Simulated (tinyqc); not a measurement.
Worked calculation (part 2 of 3): ROHF in the 6-31g basis, for H4, spin multiplicity 3. Computed by tinyqc, a small Python program that keeps every step (integrals from PySCF). Command: `OMP_NUM_THREADS=1 python tinyqc.py 28734 28735 out.jsonl` (the two numbers bound the seeds that draw the settings). One thread of a shared host (Intel(R) Xeon(R) Processor @ 2.60GHz), about 0.06 s of CPU time with the checks.

Geometry (angstrom):

| atom | x | y | z |
|---|---|---|---|
| H | 0.000000 | 0.000000 | 0.000000 |
| H | 0.000000 | 0.000000 | 1.335000 |
| H | 0.000000 | 0.891000 | 0.000000 |
| H | 0.000000 | 0.891000 | 1.335000 |

## Iteration 1: building the Fock matrix

D(alpha) at the start, lower triangle:
```
           1H 1s     1H 2s      2H 1s     2H 2s      3H 1s     3H 2s     4H 1s     4H 2s
1H 1s   0.204361
1H 2s   0.220905  0.239605
2H 1s  -0.006347  0.000548   0.204361
2H 2s   0.000548  0.009135   0.220905  0.239605
3H 1s  -0.004922  0.000624  -0.006802  0.000809   0.204361
3H 2s   0.000624  0.007744   0.000809  0.010188   0.220905  0.239605
4H 1s  -0.006802  0.000809  -0.004922  0.000624  -0.006347  0.000548  0.204361
4H 2s   0.000809  0.010188   0.000624  0.007744   0.000548  0.009135  0.220905  0.239605
```

D(beta) at the start, lower triangle:
```
           1H 1s     1H 2s      2H 1s     2H 2s      3H 1s     3H 2s     4H 1s     4H 2s
1H 1s   0.068120
1H 2s   0.073635  0.079868
2H 1s  -0.002116  0.000183   0.068120
2H 2s   0.000183  0.003045   0.073635  0.079868
3H 1s  -0.001641  0.000208  -0.002267  0.000270   0.068120
3H 2s   0.000208  0.002581   0.000270  0.003396   0.073635  0.079868
4H 1s  -0.002267  0.000270  -0.001641  0.000208  -0.002116  0.000183  0.068120
4H 2s   0.000270  0.003396   0.000208  0.002581   0.000183  0.003045  0.073635  0.079868
```

core Hamiltonian H = T + V (hartree), lower triangle:
```
           1H 1s      1H 2s      2H 1s      2H 2s      3H 1s      3H 2s      4H 1s      4H 2s
1H 1s  -1.574763
1H 2s  -1.339708  -1.592419
2H 1s  -0.292166  -0.654595  -1.574763
2H 2s  -0.654595  -1.075844  -1.339708  -1.592419
3H 1s  -0.843637  -1.001857  -0.137279  -0.486322  -1.574763
3H 2s  -1.001857  -1.362748  -0.486322  -0.917529  -1.339708  -1.592419
4H 1s  -0.137279  -0.486322  -0.843637  -1.001857  -0.292166  -0.654595  -1.574763
4H 2s  -0.486322  -0.917529  -1.001857  -1.362748  -0.654595  -1.075844  -1.339708  -1.592419
```

nuclear repulsion = 2.64000297 hartree

Given earlier and not repeated: Two-electron integrals (ij|kl) in chemists' order.

J_ij = sum D_kl (ij|kl) with D = D(alpha) + D(beta), K_ij = sum D_kl (ik|jl) for each spin; F = H + J - K(s); E = tr D H + tr D J / 2 - 0.5 sum_s tr D(s) K(s) + E_nn.

Coulomb J (hartree), lower triangle:
```
          1H 1s     1H 2s     2H 1s     2H 2s     3H 1s     3H 2s     4H 1s     4H 2s
1H 1s  2.075853
1H 2s  1.272790  1.630865
2H 1s  0.203620  0.571236  2.075853
2H 2s  0.571236  1.036361  1.272790  1.630865
3H 1s  0.706392  0.901236  0.082365  0.405335  2.075853
3H 2s  0.901236  1.344351  0.405335  0.855558  1.272790  1.630865
4H 1s  0.082365  0.405335  0.706392  0.901236  0.203620  0.571236  2.075853
4H 2s  0.405335  0.855558  0.901236  1.344351  0.571236  1.036361  1.272790  1.630865
```

exchange K(alpha) (hartree), lower triangle:
```
          1H 1s     1H 2s     2H 1s     2H 2s     3H 1s     3H 2s     4H 1s     4H 2s
1H 1s  0.708409
1H 2s  0.613313  0.683182
2H 1s  0.190674  0.361583  0.708409
2H 2s  0.361583  0.530601  0.613313  0.683182
3H 1s  0.423488  0.517928  0.138695  0.310295  0.708409
3H 2s  0.517928  0.638712  0.310295  0.497122  0.613313  0.683182
4H 1s  0.138695  0.310295  0.423488  0.517928  0.190674  0.361583  0.708409
4H 2s  0.310295  0.497122  0.517928  0.638712  0.361583  0.530601  0.613313  0.683182
```

exchange K(beta) (hartree), lower triangle:
```
          1H 1s     1H 2s     2H 1s     2H 2s     3H 1s     3H 2s     4H 1s     4H 2s
1H 1s  0.236136
1H 2s  0.204438  0.227727
2H 1s  0.063558  0.120528  0.236136
2H 2s  0.120528  0.176867  0.204438  0.227727
3H 1s  0.141163  0.172643  0.046232  0.103432  0.236136
3H 2s  0.172643  0.212904  0.103432  0.165707  0.204438  0.227727
4H 1s  0.046232  0.103432  0.141163  0.172643  0.063558  0.120528  0.236136
4H 2s  0.103432  0.165707  0.172643  0.212904  0.120528  0.176867  0.204438  0.227727
```

F(alpha) (hartree), lower triangle:
```
           1H 1s      1H 2s      2H 1s      2H 2s      3H 1s      3H 2s      4H 1s      4H 2s
1H 1s  -0.207319
1H 2s  -0.680231  -0.644736
2H 1s  -0.279220  -0.444942  -0.207319
2H 2s  -0.444942  -0.570084  -0.680231  -0.644736
3H 1s  -0.560733  -0.618549  -0.193609  -0.391283  -0.207319
3H 2s  -0.618549  -0.657110  -0.391283  -0.559093  -0.680231  -0.644736
4H 1s  -0.193609  -0.391283  -0.560733  -0.618549  -0.279220  -0.444942  -0.207319
4H 2s  -0.391283  -0.559093  -0.618549  -0.657110  -0.444942  -0.570084  -0.680231  -0.644736
```

F(beta) (hartree), lower triangle:
```
           1H 1s      1H 2s      2H 1s      2H 2s      3H 1s      3H 2s      4H 1s      4H 2s
1H 1s   0.264954
1H 2s  -0.271356  -0.189281
2H 1s  -0.152104  -0.203886   0.264954
2H 2s  -0.203886  -0.216350  -0.271356  -0.189281
3H 1s  -0.278407  -0.273264  -0.101146  -0.184419   0.264954
3H 2s  -0.273264  -0.231301  -0.184419  -0.227678  -0.271356  -0.189281
4H 1s  -0.101146  -0.184419  -0.278407  -0.273264  -0.152104  -0.203886   0.264954
4H 2s  -0.184419  -0.227678  -0.273264  -0.231301  -0.203886  -0.216350  -0.271356  -0.189281
```

total energy of this density = -1.97767853 hartree

This density is the starting one; it is not idempotent, so its energy is not variational and may lie below the converged one.

## Iteration 1: Roothaan effective Fock matrix

overlap S, lower triangle:
```
          1H 1s     1H 2s     2H 1s     2H 2s     3H 1s     3H 2s     4H 1s     4H 2s
1H 1s  1.000000
1H 2s  0.658292  1.000000
2H 1s  0.096026  0.285352  1.000000
2H 2s  0.285352  0.598564  0.658292  1.000000
3H 1s  0.329769  0.453510  0.037041  0.196772  1.000000
3H 2s  0.453510  0.795638  0.196772  0.476240  0.658292  1.000000
4H 1s  0.037041  0.196772  0.329769  0.453510  0.096026  0.285352  1.000000
4H 2s  0.196772  0.476240  0.453510  0.795638  0.285352  0.598564  0.658292  1.000000
```

With projectors Pc = D(beta) S, Po = (D(alpha) - D(beta)) S, Pv = 1 - D(alpha) S, the block xy is Px^T F Py; with Fc = (F(alpha) + F(beta))/2, the blocks are Fc for cc, oo, vv and cv, F(beta) for co and F(alpha) for ov.

effective F (hartree), lower triangle:
```
           1H 1s     1H 2s      2H 1s     2H 2s      3H 1s     3H 2s      4H 1s     4H 2s
1H 1s   0.291235
1H 2s  -0.035097  0.290543
2H 1s   0.070840  0.122302   0.291235
2H 2s   0.122302  0.311864  -0.035097  0.290543
3H 1s  -0.136505  0.002919   0.145441  0.163768   0.291235
3H 2s   0.002919  0.266611   0.163768  0.314272  -0.035097  0.290543
4H 1s   0.145441  0.163768  -0.136505  0.002919   0.070840  0.122302   0.291235
4H 2s   0.163768  0.314272   0.002919  0.266611   0.122302  0.311864  -0.035097  0.290543
```

## Iteration 1: diagonalisation and new density

X, lower triangle:
```
           1H 1s      1H 2s      2H 1s      2H 2s      3H 1s      3H 2s      4H 1s     4H 2s
1H 1s   1.274061
1H 2s  -0.530025   2.122910
2H 1s   0.018201   0.017072   1.274061
2H 2s   0.017072  -0.657798  -0.530025   2.122910
3H 1s  -0.092525   0.040070   0.028727   0.001989   1.274061
3H 2s   0.040070  -0.956959   0.001989   0.304463  -0.530025   2.122910
4H 1s   0.028727   0.001989  -0.092525   0.040070   0.018201   0.017072   1.274061
4H 2s   0.001989   0.304463   0.040070  -0.956959   0.017072  -0.657798  -0.530025  2.122910
```

Diagonalise F' = X^T F X, C = X C', fill 3 alpha and 1 beta electrons from the bottom; D(s) = C_occ C_occ^T. Each column has its largest component positive (the first on a tie).

F' = X^T F X (hartree), lower triangle:
```
           1         2          3         4          5         6          7         8
1   0.632702
2  -0.472591  0.491147
3   0.019398  0.021857   0.632702
4   0.021857  0.039588  -0.472591  0.491147
5  -0.233187  0.022682   0.109630  0.070389   0.632702
6   0.022682  0.002049   0.070389  0.136557  -0.472591  0.491147
7   0.109630  0.070389  -0.233187  0.022682   0.019398  0.021857   0.632702
8   0.070389  0.136557   0.022682  0.002049   0.021857  0.039588  -0.472591  0.491147
```

orbital energies (hartree): MO1 -0.248886, MO2 0.007268, MO3 0.234417, MO4 0.287553, MO5 0.836425, MO6 0.963467, MO7 1.160518, MO8 1.254635

coefficients C:
```
             MO1        MO2       MO3        MO4        MO5        MO6        MO7        MO8
1H 1s   0.233598   0.165169  0.324869   0.139276  -0.576229   0.571993  -0.713760  -0.735065
1H 2s   0.341715   0.703949  0.076221   1.517876   0.724612  -0.463370   0.838172   1.366150
2H 1s  -0.233598   0.165169  0.324869  -0.139276   0.576229   0.571993  -0.713760   0.735065
2H 2s  -0.341715   0.703949  0.076221  -1.517876  -0.724612  -0.463370   0.838172  -1.366150
3H 1s   0.233598  -0.165169  0.324869  -0.139276  -0.576229   0.571993   0.713760   0.735065
3H 2s   0.341715  -0.703949  0.076221  -1.517876   0.724612  -0.463370  -0.838172  -1.366150
4H 1s  -0.233598  -0.165169  0.324869   0.139276   0.576229   0.571993   0.713760  -0.735065
4H 2s  -0.341715  -0.703949  0.076221   1.517876  -0.724612  -0.463370  -0.838172   1.366150
```

D(alpha) after iteration 1, lower triangle:
```
           1H 1s      1H 2s      2H 1s      2H 2s     3H 1s     3H 2s     4H 1s     4H 2s
1H 1s   0.187389
1H 2s   0.220857   0.618124
2H 1s   0.078252   0.061208   0.187389
2H 2s   0.061208   0.384585   0.220857   0.618124
3H 1s   0.132827  -0.011685   0.023691  -0.171333  0.187389
3H 2s  -0.011685  -0.372966  -0.171333  -0.606504  0.220857  0.618124
4H 1s   0.023691  -0.171333   0.132827  -0.011685  0.078252  0.061208  0.187389
4H 2s  -0.171333  -0.606504  -0.011685  -0.372966  0.061208  0.384585  0.220857  0.618124
```

D(beta) after iteration 1, lower triangle:
```
           1H 1s      1H 2s      2H 1s      2H 2s      3H 1s      3H 2s     4H 1s     4H 2s
1H 1s   0.054568
1H 2s   0.079824   0.116769
2H 1s  -0.054568  -0.079824   0.054568
2H 2s  -0.079824  -0.116769   0.079824   0.116769
3H 1s   0.054568   0.079824  -0.054568  -0.079824   0.054568
3H 2s   0.079824   0.116769  -0.079824  -0.116769   0.079824   0.116769
4H 1s  -0.054568  -0.079824   0.054568   0.079824  -0.054568  -0.079824  0.054568
4H 2s  -0.079824  -0.116769   0.079824   0.116769  -0.079824  -0.116769  0.079824  0.116769
```

## Iteration 2: building the Fock matrix

As before.

Coulomb J (hartree), lower triangle:
```
          1H 1s     1H 2s     2H 1s     2H 2s     3H 1s     3H 2s     4H 1s     4H 2s
1H 1s  2.009272
1H 2s  1.232333  1.585790
2H 1s  0.192234  0.547062  2.009272
2H 2s  0.547062  0.998448  1.232333  1.585790
3H 1s  0.681902  0.870834  0.077191  0.387064  2.009272
3H 2s  0.870834  1.303863  0.387064  0.821646  1.232333  1.585790
4H 1s  0.077191  0.387064  0.681902  0.870834  0.192234  0.547062  2.009272
4H 2s  0.387064  0.821646  0.870834  1.303863  0.547062  0.998448  1.232333  1.585790
```

exchange K(alpha) (hartree), lower triangle:
```
          1H 1s     1H 2s     2H 1s     2H 2s     3H 1s     3H 2s     4H 1s     4H 2s
1H 1s  0.653097
1H 2s  0.515268  0.509169
2H 1s  0.131563  0.246577  0.653097
2H 2s  0.246577  0.339748  0.515268  0.509169
3H 1s  0.367362  0.395678  0.037327  0.164707  0.653097
3H 2s  0.395678  0.436795  0.164707  0.278338  0.515268  0.509169
4H 1s  0.037327  0.164707  0.367362  0.395678  0.131563  0.246577  0.653097
4H 2s  0.164707  0.278338  0.395678  0.436795  0.246577  0.339748  0.515268  0.509169
```

exchange K(beta) (hartree), lower triangle:
```
           1H 1s      1H 2s      2H 1s      2H 2s      3H 1s      3H 2s     4H 1s     4H 2s
1H 1s   0.229940
1H 2s   0.159486   0.135750
2H 1s  -0.075219  -0.020700   0.229940
2H 2s  -0.020700   0.013537   0.159486   0.135750
3H 1s   0.165301   0.142503  -0.070960  -0.024007   0.229940
3H 2s   0.142503   0.129334  -0.024007   0.010949   0.159486   0.135750
4H 1s  -0.070960  -0.024007   0.165301   0.142503  -0.075219  -0.020700  0.229940
4H 2s  -0.024007   0.010949   0.142503   0.129334  -0.020700   0.013537  0.159486  0.135750
```

F(alpha) (hartree), lower triangle:
```
           1H 1s      1H 2s      2H 1s      2H 2s      3H 1s      3H 2s      4H 1s      4H 2s
1H 1s  -0.218588
1H 2s  -0.622643  -0.515798
2H 1s  -0.231495  -0.354109  -0.218588
2H 2s  -0.354109  -0.417144  -0.622643  -0.515798
3H 1s  -0.529097  -0.526701  -0.097414  -0.263965  -0.218588
3H 2s  -0.526701  -0.495680  -0.263965  -0.374220  -0.622643  -0.515798
4H 1s  -0.097414  -0.263965  -0.529097  -0.526701  -0.231495  -0.354109  -0.218588
4H 2s  -0.263965  -0.374220  -0.526701  -0.495680  -0.354109  -0.417144  -0.622643  -0.515798
```

F(beta) (hartree), lower triangle:
```
           1H 1s      1H 2s      2H 1s      2H 2s      3H 1s      3H 2s      4H 1s      4H 2s
1H 1s   0.204569
1H 2s  -0.266861  -0.142378
2H 1s  -0.024713  -0.086832   0.204569
2H 2s  -0.086832  -0.090933  -0.266861  -0.142378
3H 1s  -0.327036  -0.273526   0.010872  -0.075251   0.204569
3H 2s  -0.273526  -0.188219  -0.075251  -0.106831  -0.266861  -0.142378
4H 1s   0.010872  -0.075251  -0.327036  -0.273526  -0.024713  -0.086832   0.204569
4H 2s  -0.075251  -0.106831  -0.273526  -0.188219  -0.086832  -0.090933  -0.266861  -0.142378
```

total energy of this density = -1.67495671 hartree

## Iteration 2: Roothaan effective Fock matrix

As before.

effective F (hartree), lower triangle:
```
           1H 1s      1H 2s      2H 1s      2H 2s      3H 1s      3H 2s      4H 1s      4H 2s
1H 1s  -0.021492
1H 2s  -0.442460  -0.307420
2H 1s  -0.142587  -0.218179  -0.021492
2H 2s  -0.218179  -0.232370  -0.442460  -0.307420
3H 1s  -0.421002  -0.391175  -0.036207  -0.160669  -0.021492
3H 2s  -0.391175  -0.324587  -0.160669  -0.223163  -0.442460  -0.307420
4H 1s  -0.036207  -0.160669  -0.421002  -0.391175  -0.142587  -0.218179  -0.021492
4H 2s  -0.160669  -0.223163  -0.391175  -0.324587  -0.218179  -0.232370  -0.442460  -0.307420
```

## Iteration 2: DIIS over 2 matrices

error matrix X^T (FDS - SDF) X:
```
           1         2          3         4          5         6          7         8
1   0.000000  0.034142   0.000000  0.051615   0.000000  0.053624   0.000000  0.071097
2  -0.034142  0.000000  -0.051615  0.000000  -0.053624  0.000000  -0.071097  0.000000
3   0.000000  0.051615   0.000000  0.034142   0.000000  0.071097   0.000000  0.053624
4  -0.051615  0.000000  -0.034142  0.000000  -0.071097  0.000000  -0.053624  0.000000
5   0.000000  0.053624   0.000000  0.071097   0.000000  0.034142   0.000000  0.051615
6  -0.053624  0.000000  -0.071097  0.000000  -0.034142  0.000000  -0.051615  0.000000
7   0.000000  0.071097   0.000000  0.053624   0.000000  0.051615   0.000000  0.034142
8  -0.071097  0.000000  -0.053624  0.000000  -0.051615  0.000000  -0.034142  0.000000
```

B (overlaps of the stored error matrices):
```
                1               2
1   4.6414367e-01  -1.9951634e-01
2  -1.9951634e-01   9.4080714e-02
```

Minimise |sum c_i e_i|^2 with sum c_i = 1: solve [B -1; -1 0][c; lambda] = [0; -1] with B_ij = tr e_i^T e_j, and take F = sum c_i F_i.

DIIS coefficients: 0.306707  0.693293

extrapolated F (hartree), lower triangle:
```
           1H 1s      1H 2s      2H 1s      2H 2s      3H 1s      3H 2s      4H 1s      4H 2s
1H 1s   0.074423
1H 2s  -0.317519  -0.124021
2H 1s  -0.077128  -0.113751   0.074423
2H 2s  -0.113751  -0.065450  -0.317519  -0.124021
3H 1s  -0.333745  -0.270303   0.019506  -0.061162   0.074423
3H 2s  -0.270303  -0.143262  -0.061162  -0.058328  -0.317519  -0.124021
4H 1s   0.019506  -0.061162  -0.333745  -0.270303  -0.077128  -0.113751   0.074423
4H 2s  -0.061162  -0.058328  -0.270303  -0.143262  -0.113751  -0.065450  -0.317519  -0.124021
```

## Iteration 2: diagonalisation and new density

As before.

F' = X^T F X (hartree), lower triangle:
```
           1          2          3          4          5          6          7         8
1   0.545516
2  -0.548077   0.368364
3  -0.023380  -0.033730   0.545516
4  -0.033730  -0.048301  -0.548077   0.368364
5  -0.296753  -0.046345   0.092044   0.030593   0.545516
6  -0.046345  -0.113189   0.030593   0.048341  -0.548077   0.368364
7   0.092044   0.030593  -0.296753  -0.046345  -0.023380  -0.033730   0.545516
8   0.030593   0.048341  -0.046345  -0.113189  -0.033730  -0.048301  -0.548077  0.368364
```

orbital energies (hartree): MO1 -0.374858, MO2 -0.312047, MO3 -0.035433, MO4 0.291152, MO5 0.810092, MO6 0.884689, MO7 1.147189, MO8 1.244738

coefficients C:
```
             MO1       MO2        MO3        MO4        MO5        MO6        MO7        MO8
1H 1s   0.239477  0.252130   0.181434   0.133156  -0.573810   0.607574  -0.709800  -0.736198
1H 2s   0.334289  0.132575   0.684615   1.529190   0.728068  -0.450494   0.854037   1.353474
2H 1s  -0.239477  0.252130   0.181434  -0.133156   0.573810   0.607574  -0.709800   0.736198
2H 2s  -0.334289  0.132575   0.684615  -1.529190  -0.728068  -0.450494   0.854037  -1.353474
3H 1s   0.239477  0.252130  -0.181434  -0.133156  -0.573810   0.607574   0.709800   0.736198
3H 2s   0.334289  0.132575  -0.684615  -1.529190   0.728068  -0.450494  -0.854037  -1.353474
4H 1s  -0.239477  0.252130  -0.181434   0.133156   0.573810   0.607574   0.709800  -0.736198
4H 2s  -0.334289  0.132575  -0.684615   1.529190  -0.728068  -0.450494  -0.854037   1.353474
```

D(alpha) after iteration 2, lower triangle:
```
           1H 1s      1H 2s      2H 1s      2H 2s     3H 1s     3H 2s     4H 1s     4H 2s
1H 1s   0.153837
1H 2s   0.237693   0.598023
2H 1s   0.039138   0.077584   0.153837
2H 2s   0.077584   0.374525   0.237693   0.598023
3H 1s   0.088000  -0.010732  -0.026699  -0.170841  0.153837
3H 2s  -0.010732  -0.339373  -0.170841  -0.562871  0.237693  0.598023
4H 1s  -0.026699  -0.170841   0.088000  -0.010732  0.039138  0.077584  0.153837
4H 2s  -0.170841  -0.562871  -0.010732  -0.339373  0.077584  0.374525  0.237693  0.598023
```

D(beta) after iteration 2, lower triangle:
```
           1H 1s      1H 2s      2H 1s      2H 2s      3H 1s      3H 2s     4H 1s     4H 2s
1H 1s   0.057349
1H 2s   0.080055   0.111749
2H 1s  -0.057349  -0.080055   0.057349
2H 2s  -0.080055  -0.111749   0.080055   0.111749
3H 1s   0.057349   0.080055  -0.057349  -0.080055   0.057349
3H 2s   0.080055   0.111749  -0.080055  -0.111749   0.080055   0.111749
4H 1s  -0.057349  -0.080055   0.057349   0.080055  -0.057349  -0.080055  0.057349
4H 2s  -0.080055  -0.111749   0.080055   0.111749  -0.080055  -0.111749  0.080055  0.111749
```
